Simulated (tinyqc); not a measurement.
Comparisons within one model: band edges of strained Si(1-x)Ge(x) on relaxed Si(1-y)Ge(y). A value that a table varies takes the place of the one given here.

Values are linear in the Ge fraction but for ED(x) = linear - CD x (1 - x) and a(x) = linear - Ca x (1 - x). Energies are on the common scale of Ev.

Coherent growth on a (111) face: e_par = (a(y) - a(x))/a(x), e_perp = -(2 C11 + 4 C12 - 4 C44)/(C11 + 2 C12 + 4 C44) e_par; exx = eyy = ezz = (2 e_par + e_perp)/3 and exy = eyz = ezx = (e_perp - e_par)/3.

A valley with unit axis u lies at Ev + gap + (av + a_valley) tr(e) + Xu (u.e.u - tr(e)/3); the Delta axes are x, y, z and the L axes [111], [1-1-1], [-11-1], [-1-11]. The second-order shift of the Delta valleys under shear is left out; it lowers the pair normal to the sheared plane by tens of meV at a shear of 1 %.

Valence edges: Ev plus the levels of the 6 x 6 matrix of X, Y, Z times spin with -Dso/3 + l exx + m (eyy + ezz) on the diagonal (cyclic), n exy off it, l = av + 2 b, m = av - b, n = sqrt(3) d. Spin-orbit term (Dso/3) L.sigma on X, Y, Z with (L_k)_ij = -i epsilon_kij: <X+|H|Y+> = -i Dso/3, <X+|H|Z-> = Dso/3, <Y+|H|Z-> = -i Dso/3, <Z+|H|X-> = -Dso/3, <Z+|H|Y-> = i Dso/3, <X-|H|Y-> = i Dso/3, and their conjugates; + and - are the spin along z.

Coherent growth: e_par = (a(y) - a(x))/a(x). (001): e_perp = -2 (C12/C11) e_par; exx = eyy = e_par, ezz = e_perp, no shear. (111): e_perp = -(2 C11 + 4 C12 - 4 C44)/(C11 + 2 C12 + 4 C44) e_par; exx = eyy = ezz = (2 e_par + e_perp)/3 and exy = eyz = ezx = (e_perp - e_par)/3. (110): e_perp = -(C11 + 3 C12 - 2 C44)/(C11 + C12 + 2 C44) e_par; exx = eyy = (e_par + e_perp)/2, ezz = e_par, exy = (e_perp - e_par)/2, eyz = ezx = 0.

Parameters, chosen for this exercise (end members near Si and Ge, in this order; the results hold for these values, not for the real material):
```
symbol  value           unit      meaning
a       (5.427, 5.664)  angstrom  lattice constant
Dso     (0.044, 0.293)  eV        spin-orbit splitting
av      (2.46, 1.23)    eV        valence hydrostatic potential
b       (-2.09, -2.57)  eV        tetragonal shear potential
d       (-4.79, -5.23)  eV        trigonal shear potential
C11     (165.8, 129.4)  GPa
C12     (64, 48.2)      GPa
C44     (80.6, 66.4)    GPa
Ev      (0, 0.7)        eV        top of the unstrained valence band
ED      (1.133, 0.949)  eV        gap to the Delta valleys
EL      (1.989, 0.727)  eV        gap to the L valleys
aD      (1.57, 1.32)    eV        hydrostatic potential of the Delta gap
aL      (-3.07, -2.52)  eV        hydrostatic potential of the L gap
XuD     (8.93, 9.64)    eV        uniaxial potential, Delta
XuL     (15.61, 15.16)  eV        uniaxial potential, L
CD      0.199           eV        bowing of the Delta gap
Ca      0               angstrom  bowing of the lattice constant
face    111                       growth face
y       0.39                      Ge fraction of the relaxed buffer
x       0                         Ge fraction of the layer
```

## Composition of the layer

The buffer is kept. dEc = Ec(buffer) - Ec(layer), dEv = Ev(layer) - Ev(buffer); buffer edges Ev(y) and Ev(y) + min(ED, EL). The digit behind Delta or L counts whole valleys.

Results:
```
x     e_par (%)  lowest valleys  gap (eV)  next valleys above (meV)  valence splitting (meV)  dEc (eV)  dEv (eV)
0.00       1.70          Delta6     1.053                       478                      189     0.046    -0.085
0.13       1.13          Delta6     1.042                       491                      117     0.041    -0.069
0.27       0.52          Delta6     1.029                       492                       48     0.024    -0.039
0.54      -0.64          Delta6     0.943                       336                       44    -0.042     0.113
0.67      -1.19          Delta6     0.890                       199                       72    -0.090     0.214
0.81      -1.77          Delta6     0.841                        44                       98    -0.153     0.325
0.94      -2.31              L3     0.695                       109                      119    -0.113     0.432
```

The gap is 1.053 eV in the first row and 0.695 eV in the last. The lowest valleys change: Delta6 to L3 between x = 0.81 and 0.94. Per 0.1 of x the valence offset moves by +55 meV on average; the conduction offset lies between -153 and +46 meV, not monotonically. Electrons and holes sit on opposite sides in every row (type II). Offsets below about 30 meV are within the spread of parameter sets, so those rows do not settle the type. Strains above 2 % can be kept only in layers of a few nanometres.

## Composition of the buffer

The layer is kept. dEc = Ec(buffer) - Ec(layer), dEv = Ev(layer) - Ev(buffer); buffer edges Ev(y) and Ev(y) + min(ED, EL). The digit behind Delta or L counts whole valleys.

Results:
```
y     e_par (%)  lowest valleys  gap (eV)  next valleys above (meV)  valence splitting (meV)  dEc (eV)  dEv (eV)
0.08       0.35          Delta6     1.122                       779                       34     0.005    -0.023
0.16       0.70          Delta6     1.105                       701                       72     0.012    -0.040
0.24       1.05          Delta6     1.088                       624                      113     0.021    -0.056
0.31       1.35          Delta6     1.072                       556                      148     0.032    -0.070
0.39       1.70          Delta6     1.053                       478                      189     0.046    -0.085
0.47       2.05          Delta6     1.034                       401                      231     0.063    -0.100
0.55       2.40          Delta6     1.015                       324                      272     0.083    -0.115
```

The gap is 1.122 eV in the first row and 1.015 eV in the last. The lowest valleys are Delta6 throughout. Per 0.1 of y the valence offset moves by -20 meV on average; the conduction offset lies between +5 and +83 meV. Electrons and holes sit on opposite sides in every row (type II). Offsets below about 30 meV are within the spread of parameter sets, so those rows do not settle the type. Strains above 2 % can be kept only in layers of a few nanometres.

## The same layer on three faces

dEc = Ec(buffer) - Ec(layer), dEv = Ev(layer) - Ev(buffer); buffer edges Ev(y) and Ev(y) + min(ED, EL). The digit behind Delta or L counts whole valleys.

Results:
```
face   e_par (%)  lowest valleys  gap (eV)  next valleys above (meV)  valence splitting (meV)  dEc (eV)  dEv (eV)  Delta spread (meV)  L spread (meV)
(001)       1.70          Delta2     0.873                       270                      177     0.249    -0.108                 270               0
(111)       1.70          Delta6     1.053                       478                      189     0.046    -0.085                   0             338
(110)       1.70          Delta4     1.015                       114                      182     0.089    -0.090                 114             266
```

On (001) only the Delta valleys split (270 meV), on (111) only the L valleys (338 meV), on (110) both (114 and 266 meV). The lowest valleys are Delta2 on (001), Delta6 on (111) and Delta4 on (110); the smallest gap is 0.873 eV on (001) and the largest 1.053 eV on (111).

## What each parameter does

dEc = Ec(buffer) - Ec(layer), dEv = Ev(layer) - Ev(buffer); buffer edges Ev(y) and Ev(y) + min(ED, EL). Each row changes one parameter from the base and keeps the others.

Results:
```
case                       gap (eV)  valence splitting (meV)  dEc (eV)  dEv (eV)
base                         1.0529                    189.4    0.0462   -0.0852
x = 0.03                     1.0501                    172.4    0.0459   -0.0821
y = 0.42                     1.0459                    204.8    0.0522   -0.0909
CD = 0.249 eV                1.0529                    189.4    0.0343   -0.0852
XuL = (17.952, 17.434) eV    1.0529                    189.4    0.0462   -0.0852
aL = (-3.53, -2.898) eV      1.0529                    189.4    0.0462   -0.0852
Ev = (0, 0.805) eV           1.0529                    189.4    0.0871   -0.1261
XuD = (10.269, 11.086) eV    1.0529                    189.4    0.0462   -0.0852
aD = (1.805, 1.518) eV       1.0592                    189.4    0.0399   -0.0852
```

The largest shifts from the base row, up to three for each result and ties (the steps differ in size, so this ranks the rows, not the parameters). gap (eV): y -0.0070, aD +0.0063, x -0.0028; unchanged at the printed digits by CD, XuL, aL, Ev and XuD. valence splitting (meV): x -17.0, y +15.4; unchanged at the printed digits by CD, XuL, aL, Ev, XuD and aD. dEc (eV): Ev +0.0410, CD -0.0119, aD -0.0063; unchanged at the printed digits by XuL, aL and XuD. dEv (eV): Ev -0.0410, y -0.0057, x +0.0031; unchanged at the printed digits by CD, XuL, aL, XuD and aD. The lowest valleys of the layer are Delta6, so among the conduction-band potentials only those of that family reach the gap and dEc; the buffer is unstrained. A shift large enough to swap the lowest family would change that.

(tinyqc, `OMP_NUM_THREADS=1 python tinyqc.py 1051128 1051129 out.jsonl`, Intel(R) Xeon(R) Processor @ 2.30GHz, 1 thread, shared host, about 0.01 s.)
